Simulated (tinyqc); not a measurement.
CMOS inverter, nodal equation and switching: two steps of the calculation.

An n-channel pull-down (bn, VTn) and a p-channel pull-up (bp, VTp) share the input Vin and the output node Vout, which carries the load C. Transistor (EKV form, voltages against the body): I = 2 n b Vt^2 [F(vp - Vs) - F(vp - Vd)] from drain to source, F(v) = ln^2(1 + exp(v/(2 Vt))), vp = (Vg - VT + sg |Vd - Vs|)/n. n-channel bodies are at 0; for the p-channel device all voltages are counted down from Vdd. b in uA/V^2 gives I in uA. Static: In = Ip. Transient: C dVout/dt = Ip - In. No velocity saturation, no gate capacitance beyond C.

Parameters, values chosen for the exercise: temperature T = 300 K; supply voltage Vdd = 1.2 V; slope factor n = 1.16; drain-induced barrier lowering sg = 0.086; n-channel threshold VTn = 0.27 V; p-channel threshold (magnitude) VTp = 0.3 V; gain factor of the pull-down transistor bn = 730 uA/V^2; gain factor of the pull-up transistor bp = 730 uA/V^2; load capacitance C = 0.97 fF.

Constants: q = 1.602176634e-19 C, kB = 1.380649e-23 J/K, Vt = kB T/q. Results are converted to the units shown.

Task 1. Switching point and noise margins. VM solves In = Ip with Vin = Vout. VIL and VIH are the inputs at which the gain is -1; NML = VIL - Vout(VIH), NMH = Vout(VIL) - VIH.

Give: VM; gain at VM; VIL; VIH; NML; NMH.

Result 1.

VM = 0.5862 V
gain at VM = -11.63
VIL = 0.4703 V
VIH = 0.6997 V
NML = 0.3714 V
NMH = 0.4014 V

VM lies 14 mV below Vdd/2, and the high margin is the larger one. With both transistors saturated the size of the gain tends to 1/sg = 11.6; here it is within 0.01 % of that.

Task 2. Delays and energy. For a step input the delay to Vdd/2 is tHL = C times the integral of dV/(In - Ip) from Vdd/2 to Vdd at Vin = Vdd, and tLH likewise with Ip - In from 0 to Vdd/2 at Vin = 0. Energy drawn for one full cycle of the output: C Vdd^2. Leakage power: Vdd times the mean of the supply currents at Vin = 0 and Vdd.

Find: tHL; tLH; energy; leakage power.

Result 2.

tHL = 1.850 ps
tLH = 1.959 ps
energy = 1.397 fJ
leakage power = 3.379 nW

tinyqc, about 0.05 s, one thread, Intel Xeon 2.30GHz (shared host): `OMP_NUM_THREADS=1 python tinyqc.py 2340155 2340156 out.jsonl`
